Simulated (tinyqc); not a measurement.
Inversion layer as a triangular well, valleys of the Si type: one step. Effect on the gate capacitance. Two cases, with inputs chosen for the exercise.

Problem. The charge sits at the mean distance <z> from the surface, which adds (3.9/eps) <z> to the oxide thickness; C/Cox = tox/(tox + 3.9 <z>/eps). The density-of-states term is left out.

Case 1.

Values chosen (out of a larger set: near those of Si; not measured data): eps = 11.6 (dielectric constant); tox = 25 angstrom (SiO2-equivalent oxide thickness).

mean distance from the surface = 24.2470 angstrom

Case 2.

Values chosen (out of a larger set: near those of Si; not measured data): eps = 11.5 (dielectric constant); tox = 23 angstrom (SiO2-equivalent oxide thickness).

mean distance from the surface = 11.3693 angstrom

Give: added thickness; C/Cox.

Solution.

Case 1.

added thickness = 8.15 angstrom
C/Cox = 0.754

Case 2.

added thickness = 3.86 angstrom
C/Cox = 0.856

Computed by tinyqc, one run a case: `OMP_NUM_THREADS=1 python tinyqc.py N N+1 out.jsonl` with N = 1250759, 1251127; one thread of a shared Intel(R) Xeon(R) Processor @ 2.30GHz, about 0.03 s a run at most.
